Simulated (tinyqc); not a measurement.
From results back to parameters: Koster-Slater impurity in an sp3s* host.

Problem. In the Koster-Slater model a defect shifts the s level of its site by Vs and the p levels by Vp; an A1 level solves 1/Vs = G_s(E) and a T2 level 1/Vp = G_p(E), E from the top of the valence band. A defect has an A1 level at E = 0.5412 eV, one of the energies of the table, and a T2 level at 0.9021 eV.

G(E) of the host (1/eV):

| E (eV) | G_s | G_p |
|---|---|---|
| 0.0000 | -0.0845869 | 0.0063616 |
| 0.1804 | -0.1006770 | -0.0363988 |
| 0.3608 | -0.1183195 | -0.0646131 |
| 0.5412 | -0.1382292 | -0.0889907 |
| 0.7216 | -0.1613100 | -0.1122391 |
| 0.9021 | -0.1888457 | -0.1359777 |
| 1.0825 | -0.2228174 | -0.1617028 |
| 1.2629 | -0.2665553 | -0.1912951 |
| 1.4433 | -0.3263313 | -0.2277295 |

Find: Vs, Vp.

Solution. Read G_s and G_p at the two energies and invert them. Vs is attractive and pulls its level down from the conduction bands. Vp is attractive and pulls its level down from the conduction bands.

Vs, Vp (eV): -7.2  -7.4

Computed by tinyqc, a small Python program: `OMP_NUM_THREADS=1 python tinyqc.py 1482795 1482796 out.jsonl` (the numbers bound the seed that draws the inputs); one thread of a shared host (Intel(R) Xeon(R) Processor @ 2.30GHz), about 0.02 s for the whole set of steps.
